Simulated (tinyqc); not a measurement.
Changing the salt concentration c: a particle near a wafer in liquid: double-layer and van der Waals forces (DLVO), deposition barrier and removal. Computed by tinyqc, a small Python program. Command: `OMP_NUM_THREADS=1 python tinyqc.py 3113470 3113471 out.jsonl dlvo sweep`. One thread of a shared host (Intel(R) Xeon(R) Processor @ 2.30GHz), about 0.01 s of CPU time with the checks.

Sphere and flat wall, Derjaguin approximation, constant potentials in the linear-superposition form, no retardation and no hydration force.

Inputs (values chosen for the exercise, of the order of those for silica on silicon in water): particle radius R = 10 nm; Hamaker constant A = 1.3e-20 J; potential of the particle psi_1 = -36 mV; potential of the wafer psi_2 = -42 mV; valence z of the symmetric salt = 1; temperature T = 293 K; dielectric constant of the liquid = 80.2.

Constants: e = 1.602176634e-19 C; N_A = 6.02214076e+23 1/mol; eps_0 = 8.8541878128e-12 F/m; k_B = 1.380649e-23 J/K; k_B = 8.617333262e-05 eV/K.

Method:
- kappa^2 = 2 z^2 e^2 N_A (1000 c)/(eps eps_0 k_B T); gamma_i = tanh(z e psi_i/(4 k_B T)); Z = 64 pi eps eps_0 (k_B T/(z e))^2 gamma_1 gamma_2.
- U(h) = Z R exp(-kappa h) - A R/(6 h); F(h) = -dU/dh = kappa Z R exp(-kappa h) - A R/(6 h^2), positive for repulsion.
- F = 0 reads x^2 exp(-x) = y with x = kappa h and y = A kappa/(6 Z); the left side peaks at x = 2 with 4/e^2 = 0.5413, so roots exist for smaller y: x < 2 is the barrier, x > 2 the secondary minimum.

One run for each value; columns: (1) salt concentration c (mol/L); (2) barrier height (k_B T); (3) energy at the secondary minimum (k_B T); (4) Debye length (nm); (5) position of the barrier (nm):
```
(1)         (2)         (3)    (4)    (5)
1.00e-05  27.72  -4.548e-03  96.39  4.220
3.00e-05  26.92  -8.333e-03  55.65  3.230
1.00e-04  25.76  -1.626e-02  30.48  2.416
3.00e-04  24.37  -3.008e-02  17.60  1.860
1.00e-03  22.36  -5.945e-02   9.64  1.404
3.00e-03  19.98  -1.116e-01   5.57  1.095
1.00e-02  16.61  -2.250e-01   3.05  0.843
3.00e-02  12.70  -4.331e-01   1.76  0.676
1.00e-01   7.38  -9.086e-01   0.96  0.549
3.00e-01   1.62  -1.855e+00   0.56  0.485
```

Over the rows, barrier height (k_B T) falls from 27.7 to 1.62 (exponent d ln y / d ln x -0.027 between the first rows and -1.4 between the last); energy at the secondary minimum (k_B T) falls from -0.00455 to -1.86 (exponent d ln y / d ln x 0.55 between the first rows and 0.65 between the last); Debye length (nm) falls from 96.4 to 0.557 (exponent d ln y / d ln x about -0.50 throughout).  Left out: 1.00 (a listed quantity is not defined there).

Caution (rows 1.00e-5, 3.00e-5, 1.00e-4, 3.00e-4, 0.00100, 0.00300): kappa R is not large, so the Derjaguin approximation is only rough at gaps of the order of the Debye length.

Extremes, crossings and ranges named in words are read from the listed rows.
